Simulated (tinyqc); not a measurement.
Deep-level transient spectroscopy (DLTS) of one majority-carrier trap: one step, computed by the program tinyqc.

A filling pulse loads the traps in a one-sided junction; under reverse bias they empty at the rate e, and the capacitance relaxes as C(t) = C_0 - dC exp(-e t). The signal is S = [C(t_2) - C(t_1)]/dC.

Task: Emission rate at T. e = g sigma v N_b exp(-E/k_B T), v = sqrt(3 k_B T/m), N_b = 2 M (2 pi m k_B T/h^2)^(3/2), sigma = sigma_0, E = E_t.

Inputs (values chosen for the exercise, with mass and screening modelled on CdTe):
```
quantity                    value  unit
density-of-states mass m   0.0946   m_0
valleys M                       1     -
trap depth E_t              0.194    eV
cross-section sigma_0     5.1e-16  cm^2
degeneracy ratio g            0.5     -
temperature T                  89     K
```

Carriers: electrons. Extra term: none.

Constants: k_B = 8.617333262e-05 eV/K; k_B = 1.380649e-23 J/K; m_0 = 9.1093837015e-31 kg; h = 6.62607015e-34 J s.

Give: thermal velocity v; N_b; sigma; E; emission rate e.

Result:

thermal velocity v = 2.068e+07 cm/s

N_b = 1.180e+17 cm^-3

sigma = 5.10e-16 cm^2

E = 0.194 eV

emission rate e = 0.006432 1/s
